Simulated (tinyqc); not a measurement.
What moves the results: Fermi-Dirac statistics of conduction electrons. A value that a table varies takes the place of the one given here.

Non-parabolic band E (1 + alpha E) = c k^2/m: n = Nc (2/sqrt(pi)) integral_0^infinity sqrt(x (1 + a x)) (1 + 2 a x) dx/(1 + exp(x - eta)) with a = alpha kT and eta = (EF - Ec)/kT; a = 0 gives n = Nc F_1/2(eta).

Constants: hbar^2/2m0 = 3.80998211 eV angstrom^2; kB = 8.617333262e-05 eV/K.

Parameters, chosen for this exercise (near those of GaN, lowest valleys alone; shifted at random, so the results belong to these values and not to a real crystal):
```
symbol  value    unit      meaning
m       0.201    m0        density-of-states mass of the conduction band
T       77       K
alpha   0.18     1/eV      non-parabolicity
m1      0.201    m0        mass of one isotropic band with spin
L       100      angstrom  confinement length used to compare densities
n       6.5e+18  1/cm^3    electron density
```

## Parabolic against non-parabolic filling

N = 2 (m kB T/(4 pi c))^(3/2) with c = hbar^2/2m0, in 1/angstrom^3; times 1e24 for 1/cm^3. k_F = (3 pi^2 n)^(1/3) and the energy E0 that solves E (1 + alpha E) = c k_F^2/m give the limit of zero temperature.

EF - Ec (meV):
```
n (1/cm^3)  parabolic  non-parabolic  non-parabolic, 0 K
3.0e+16         -14.9          -14.9                 1.8
1.0e+17          -6.4           -6.4                 3.9
4.0e+17           5.2            5.1                 9.8
1.0e+18          15.8           15.7                18.1
4.0e+18          44.9           44.5                45.3
1.0e+19          83.8           82.5                83.0
```

What does this show?

Non-parabolicity lowers EF by 0.0 meV at the lowest density and by 1.3 meV at the highest, where alpha (EF - Ec) = 0.01. Temperature lowers EF below its 0 K value by 16.7 meV at the lowest density and by 0.5 meV at the highest. EF enters the band between 1e+17 and 4e+17 1/cm^3.

## Dimension (statistics of electrons in three, two and one dimensions)

One band edge at E = 0, lambda = sqrt(4 pi c/(m1 kT)) with c = hbar^2/2m0. Densities with spin: n3 = (2/lambda^3) F_1/2(eta), n2 = (2/lambda^2) F_0(eta) with F_0 = ln(1 + exp(eta)), n1 = (2/lambda) F_-1/2(eta). F_j(eta) = (1/Gamma(j + 1)) integral_0^infinity x^j dx/(1 + exp(x - eta)), which tends to exp(eta) for eta << 0.

The last two columns turn the sheet and line densities into volume densities, n2/L and n1/L^2, over n3.

Densities:
```
eta  n3 (1/cm^3)  n2 (1/cm^2)  n1 (1/cm)  (n2/L)/n3  (n1/L^2)/n3
-4      5.35e+15     1.01e+10   1.91e+04       1.89         3.57
-2      3.80e+16     7.07e+10   1.31e+05       1.86         3.43
-1      9.64e+16     1.75e+11   3.10e+05       1.81         3.22
0       2.25e+17     3.86e+11   6.39e+05       1.72         2.84
1       4.63e+17     7.32e+11   1.08e+06       1.58         2.34
2       8.30e+17     1.18e+12   1.55e+06       1.43         1.86
4       1.91e+18     2.24e+12   2.31e+06       1.17         1.21
8       5.10e+18     4.46e+12   3.35e+06      0.873        0.656
```

lambda = 189.5 angstrom

What does this show?

Far below the edge all three follow exp(eta), and the ratios tend to lambda/L = 1.895 and its square. From eta = 4 to 8 the densities grow by 2.67, 1.99 and 1.45, near the powers 2^(3/2), 2 and 2^(1/2) that the densities of states E^(1/2), E^0 and E^(-1/2) give. One subband serves while EF stays several kT below the second, 8.5 kT up for hard walls; rows with a larger eta, if any, overfill it.

## What moves the Fermi level

N = 2 (m kB T/(4 pi c))^(3/2) with c = hbar^2/2m0, in 1/angstrom^3; times 1e24 for 1/cm^3. Each row changes one parameter from the base and keeps the others.

Results:
```
case                parabolic EF - Ec (meV)  non-parabolic EF - Ec (meV)
base                                  62.60                        61.86
m = 0.1809 m0                         69.68                        68.78
T = 52 K                              62.92                        62.20
n = 1.3e+19 1/cm^3                    99.94                        98.15
alpha = 0.27 1/eV                     62.60                        61.50
```

What can be read from the table?

The largest shifts from the base row, up to three for each result and ties (the steps differ in size, so this ranks the rows, not the parameters). parabolic EF - Ec (meV): n +37.34, m +7.08, T +0.32; unchanged at the printed digits by alpha. non-parabolic EF - Ec (meV): n +36.29, m +6.92, alpha -0.36.

(tinyqc, `OMP_NUM_THREADS=1 python tinyqc.py 1650730 1650731 out.jsonl`, Intel(R) Xeon(R) Processor @ 2.30GHz, 1 thread, shared host, about 0.01 s.)
